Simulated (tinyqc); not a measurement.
From results back to parameters: heavy doping: gap narrowing, degeneracy and the minority density. Four cases, with inputs chosen for the exercise.

Problem. Narrowing at two dopings was computed from hidden E0 and N0, with N0 below Na.

Empirical narrowing (Slotboom form, constants chosen for the exercise; published fits of this form give the apparent narrowing, here it is taken as the true one): dEg = E0 [ln(N/N0) + sqrt(ln(N/N0)^2 + C)].

Case 1.

Values chosen (out of a larger set: gap and densities of states near those of Si at this temperature; narrowing constants near the fits for Si; not measured data): C = 0.5 (smoothing constant); Na = 1.4e+18 1/cm^3; Nb = 4.2e+19 1/cm^3.

dEg(Na) = 29.1158 meV
dEg(Nb) = 70.7686 meV

Case 2.

Values chosen (out of a larger set: gap and densities of states near those of Si at this temperature; narrowing constants near the fits for Si; not measured data): C = 0.5 (smoothing constant); Na = 1.2e+18 1/cm^3; Nb = 3.6e+19 1/cm^3.

dEg(Na) = 30.3879 meV
dEg(Nb) = 73.8604 meV

Case 3.

Values chosen (out of a larger set: gap and densities of states near those of Si at this temperature; narrowing constants near the fits for Si; not measured data): C = 0.5 (smoothing constant); Na = 1e+18 1/cm^3; Nb = 3e+19 1/cm^3.

dEg(Na) = 35.0992 meV
dEg(Nb) = 85.3117 meV

Case 4.

Values chosen (out of a larger set: gap and densities of states near those of Si at this temperature; narrowing constants near the fits for Si; not measured data): C = 0.5 (smoothing constant); Na = 1.3e+18 1/cm^3; Nb = 3.9e+19 1/cm^3.

dEg(Na) = 33.6387 meV
dEg(Nb) = 81.7618 meV

Find: N0; E0.

Solution. The ratio dEg(Nb)/dEg(Na) depends on N0 alone and rises steadily with it; solve for ln N0 by bisection, then E0 from either value.

Case 1.

N0 = 1.4e+17 1/cm^3
E0 = 6.18 meV

Case 2.

N0 = 1.2e+17 1/cm^3
E0 = 6.45 meV

Case 3.

N0 = 1.0e+17 1/cm^3
E0 = 7.45 meV

Case 4.

N0 = 1.3e+17 1/cm^3
E0 = 7.14 meV

Computed by tinyqc, one run a case: `OMP_NUM_THREADS=1 python tinyqc.py N N+1 out.jsonl` with N = 1651643, 1651676, 1651692, 1651707; one thread of a shared Intel(R) Xeon(R) Processor @ 2.30GHz, about 0.01 s a run at most.
